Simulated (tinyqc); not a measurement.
# Square-lattice Ising model by mean field, Bethe lattice, transfer matrix, exact enumeration and Monte Carlo steps, step by step

A worked calculation. Computed by tinyqc, a small Python program that keeps every step. Command: `OMP_NUM_THREADS=1 python tinyqc.py 3007863 3007864 out.jsonl ising walk`. One thread of a shared host (Intel(R) Xeon(R) Processor @ 2.30GHz), about 0.01 s of CPU time with the checks. Intermediate numbers are printed to about 6 digits and carried at full precision; extremes and crossings named in words are read from the listed rows.

H = -J sum over nearest pairs s_i s_j, s = +-1, no field, periodic boundaries; energies per site are in J. As a lattice gas or an alloy, s marks which species holds the site.

Inputs (values chosen for the exercise, for a model lattice):
```
quantity                                                                 value  unit
coupling J                                                                9.28   meV
temperature T                                                              276     K
strip width w                                                                2     -
factor on the grid 1.5, 1.85, 2.1, 2.45, 2.65, 3.1, 3.6, 4.4 of k_B T/J      1     -
```

Enumerated cell: 3 x 3. Monte Carlo rule: Metropolis.

Constants: k_B = 8.617333262e-05 eV/K.

## Reduced coupling

K = J/(k_B T). Onsager: k_B T_c/J = 2/ln(1 + sqrt 2); mean field: 4; Bethe lattice with z = 4: 2/ln 2.

K = 0.390181

critical temperatures (K): exact 244.368, Bethe 310.727, mean field 430.760

T lies above the exact T_c but below the Bethe value.

## Three theories of the infinite lattice

K = J/(k_B T). Mean field: m = tanh(4 K m), u = -2 m^2. Bethe: cavity field h = 3 artanh(tanh K tanh h), m = tanh(4h/3), u = -2 (tanh K + tanh^2 h)/(1 + tanh K tanh^2 h). Exact: m = [1 - sinh(2K)^(-4)]^(1/8) below T_c; u = -coth(2K) [1 + (2/pi)(2 tanh^2(2K) - 1) K1(k)], k = 2 sinh(2K)/cosh^2(2K), K1 the complete elliptic integral of the first kind. The largest root is taken.

m, mean field = 0.879184

u, mean field = -1.54593

cavity field h = 0.635616

m, Bethe = 0.689755

u, Bethe = -1.23021

m, exact = 0

u, exact = -1.05535

Against the exact energy mean field misses by -0.491 J and Bethe by -0.175 J.

## Transfer matrix

Strip of w sites, periodic across (for w = 2 the pair is joined by two bonds): T(s, s') = exp(K [sum_i s_i s'_i + (r(s) + r(s'))/2]), r(s) = sum_i s_i s_(i+1).

T, lower triangle (symmetric):
```
         ++       +-       -+       --
++  4.76227
+-  1.00000  1.00000
-+  1.00000  0.20998  1.00000
--  1.00000  1.00000  1.00000  4.76227
```

## Free energy and correlation length of the strip

With the eigenvalues l1 > l2: -f/(k_B T) = ln(l1)/w per site; xi = 1/ln(l1/l2) rows.

three largest eigenvalues: 6.51611  3.76227  0.79002

-f/(k_B T) = 0.937139

correlation length xi = 1.82064

xi/w = 0.910; for wide strips at T_c this ratio tends to 4/pi = 1.273, and T lies above T_c, where xi tends to a constant.

## Exact averages on the small cell

States of the 3 x 3 cell:
```
E (J)  |M|  count
-18      9      2
-10      7     18
-6       3     12
-6       5     36
-2       1     90
-2       3     72
-2       5     36
2        1     72
2        3     72
6        1     90
6        3     12
```

Weights count x exp(-K E); N = 9; u = <E>/N, c = K^2 (<E^2> - <E>^2)/N in k_B, Binder U = 1 - <M^4>/(3 <M^2>^2).

ln Z / N = 0.925449

u, cell = -1.42113

heat capacity c, cell = 0.649573

<|m|>, cell = 0.801706

Binder cumulant U = 0.587847

The cell energy lies -0.366 J from the infinite lattice: periodic images add correlation. <|m|> stays finite although the infinite lattice has m = 0.

## The methods across T_c

The grid values of k_B T/J times the given factor are rounded to 3 figures before use.

Order and energy:
```
k_B T/J    T (K)  m mean field   m Bethe   m exact  <|m|> cell   u Bethe   u exact    u cell    U cell
1.50     161.535      0.989859  0.986890  0.986500    0.985336  -1.95179  -1.95112  -1.94901  0.662468
1.85     199.226      0.970337  0.954266  0.948391    0.950089  -1.84449  -1.83593  -1.83901  0.650842
2.10     226.149      0.947248  0.905697  0.868748    0.907110  -1.70343  -1.66208  -1.71312  0.634905
2.45     263.840      0.899216  0.767078  0.000000    0.828862  -1.37674  -1.15181  -1.49478  0.601141
2.65     285.378      0.862023  0.610080  0.000000    0.780793  -1.10068  -0.99456  -1.36497  0.576991
3.10     333.839      0.744652  0.000000  0.000000    0.680479  -0.62368  -0.77932  -1.10111  0.516220
3.60     387.684      0.525430  0.000000  0.000000    0.593565  -0.54169  -0.63633  -0.87788  0.449131
4.40     473.836      0.000000  0.000000  0.000000    0.502827  -0.44688  -0.49677  -0.64739  0.360624
```

At k_B T/J = 1.5 all values of m agree within 0.005. At 2.45 the exact m is 0 while Bethe gives 0.77, mean field 0.90 and the cell 0.83: neglect of fluctuations raises T_c, and a finite cell rounds the transition. U falls from 0.662 (2/3 when ordered) to 0.361 (0 for a large disordered system).

## Metropolis steps

start configuration, 5 x 5, rows and columns numbered from 1:
```
    1   2   3   4   5
1   1   1   1  -1   1
2   1   1  -1   1   1
3   1  -1   1   1   1
4  -1   1  -1  -1  -1
5  -1   1  -1   1   1
```

Random draws:
```
step  row  column       u
1       2       2  0.2150
2       4       2  0.0698
3       4       5  0.2395
4       2       4  0.3100
5       5       5  0.1743
6       1       5  0.4791
7       2       2  0.6578
8       3       4  0.9971
9       4       3  0.9599
10      2       5  0.8247
11      1       1  0.7035
12      4       1  0.3401
13      2       2  0.1539
14      5       2  0.6051
```

h is the sum of the four neighbours. dE = 2 J s h; flip if u < p = min(1, exp(-2 K s h)).

Steps:
```
step  s before   h        p  s after
1            1   0  1.00000       -1
2            1  -2  1.00000       -1
3           -1   0  1.00000        1
4            1   0  1.00000       -1
5            1   2  0.20998       -1
6            1   0  1.00000       -1
7           -1   0  1.00000        1
8            1   0  1.00000       -1
9           -1  -2  0.20998       -1
10           1   0  1.00000       -1
11           1   0  1.00000       -1
12          -1   0  1.00000        1
13           1   0  1.00000       -1
14           1  -2  1.00000       -1
```

configuration after the steps:
```
    1   2   3   4   5
1  -1   1   1  -1  -1
2   1  -1  -1  -1  -1
3   1  -1   1  -1   1
4   1  -1  -1  -1   1
5  -1  -1  -1   1  -1
```

13 of the 14 steps changed a spin; the sum of spins went from 7 to -7.

Checks made by the program: ln Z of the cell against the trace of a power of the transfer matrix (relative difference below 1e-10).
